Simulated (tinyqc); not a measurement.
Comparisons within one model: mean-field antiferromagnet of the Hubbard model on the square lattice. A value that a table varies takes the place of the one given here.

e(k) = -2 t (cx + cy) - 4 t2 cx cy, ci = cos ki; one electron a site; Q = (pi, pi). <n_up - n_dn> = m cos(Q.R) gives Delta = U m/2 and bands E = e+ -/+ sqrt(e-^2 + Delta^2), e+- = (e(k) +- e(k + Q))/2 (the constant U/2 is dropped). Means run over the mesh k_i = 2 pi (j + 1/2)/N of the whole zone: mu from mean(f(E-) + f(E+)) = 1; m(out) = mean of Delta (f(E-) - f(E+))/sqrt(e-^2 + Delta^2); free energy per site F = -kT mean[ln(1 + exp(-(E- - mu)/kT)) + ln(1 + exp(-(E+ - mu)/kT))] + mu + U m^2/4. Order at T > 0 in two dimensions is an artefact of mean field.

Constants: kB = 8.617333262e-05 eV/K.

Values chosen for the exercise:
- t = 1.1 eV (nearest hopping)
- t2 = -0.3 eV (second hopping)
- T = 100 K
- U = 11.56 eV (on-site repulsion)

## From weak to strong coupling

Mesh N = 48, start m = 0.9, at most 400 steps; U takes the listed multiples of t. The gap (negative: overlap) is read for that Delta on the unshifted mesh N = 64, which holds the band extrema.

Results:
```
U/t       m  Delta (eV)  gap (eV)  F - F(0) (meV)  J = 4 t^2/U (meV)
1.5   0.000       0.000    -1.200            0.00               2933
2.0   0.000       0.000    -1.200            0.00               2200
3.0   0.566       0.934     0.668          -44.85               1467
4.0   0.691       1.519     1.839         -155.32               1100
5.0   0.772       2.124     3.048         -303.76                880
6.0   0.827       2.730     4.261         -480.56                733
8.0   0.893       3.928     6.656         -891.06                550
12.0  0.948       6.259    11.318        -1833.31                367
20.0  0.981      10.786    20.035        -3895.91                220
```

On this mesh a moment above 0.02 first appears at U/t = 3 of those listed; an indirect gap is open from U/t = 3 on. With t2/t = -0.27 nesting is spoilt, so order needs a finite U. At U/t = 20 m has reached 0.981 and the gap is 0.91 U. Mean field leaves out spin fluctuations, which lower m (at large U to about 0.6 on the square and 0.85 on the simple cubic lattice) and the ordering temperature, which is zero in two dimensions.

## Order against temperature

Mesh N = 48, start m = 0.9, at most 400 steps; Delta(50 K) = 5.3984 eV.

Results:
```
T (K)  kT/Delta(50 K)      m  Delta (eV)
3130            0.050  0.934      5.3984
9400            0.150  0.932      5.3850
15660           0.250  0.896      5.1803
21930           0.350  0.781      4.5131
26310           0.420  0.619      3.5776
30070           0.480  0.354      2.0472
33830           0.540  0.000      0.0000
37590           0.600  0.000      0.0000
43850           0.700  0.000      0.0000
```

The moment is below 0.02 from 33830 K on (kT/Delta = 0.54); close to the transition 400 steps may not suffice, so a small m in the row before can be unconverged. Weak-coupling theory puts the transition at 0.567 and the atomic limit at 0.5. At U/t = 10.5 this scale marks the loss of local moments, while order between them is lost on the scale J = 4 t^2/U = 4859 K. In two dimensions fluctuations forbid long-range order at any finite T, which mean field misses.

## Mesh

Start m = 0.9, at most 400 steps.

Results:
```
N        m  Delta (eV)
4   0.9331      5.3933
6   0.9340      5.3985
8   0.9340      5.3984
12  0.9340      5.3984
16  0.9340      5.3984
24  0.9340      5.3984
48  0.9340      5.3984
```

m spans 0.9331 to 0.9340; it stays within 0.002 of the last value from N = 4 on. The level spacing across the Fermi surface, about 4 pi t/N, should fall below the larger of Delta = 5.398 eV and kT, a rough rule that asks for N above about 2.6.

## What moves the order

Mesh N = 48, start m = 0.9; the gap (negative: overlap) is read for that Delta on the unshifted mesh N = 64. Each row changes one parameter from the base and keeps the others.

Results:
```
case                 m  Delta (eV)  gap (eV)
base            0.9340      5.3984    9.5969
U = 12.716 eV   0.9446      6.0058   10.8116
t = 1.21 eV     0.9215      5.3265    9.4531
t2 = -0.355 eV  0.9340      5.3984    9.3769
T = 700 K       0.9340      5.3984    9.5969
```

The largest shifts from the base row, up to three for each result and ties (the steps differ in size, so this ranks the rows, not the parameters). m: t -0.0124, U +0.0106; unchanged at the printed digits by t2 and T. Delta (eV): U +0.6074, t -0.0719; unchanged at the printed digits by t2 and T. gap (eV): U +1.2147, t2 -0.2200, t -0.1438; unchanged at the printed digits by T.

Computed by tinyqc, a small Python program: `OMP_NUM_THREADS=1 python tinyqc.py 1681093 1681094 out.jsonl` (the numbers bound the seed that draws the inputs); one thread of a shared host (Intel(R) Xeon(R) Processor @ 2.30GHz), about 0.1 s for the whole set of steps.
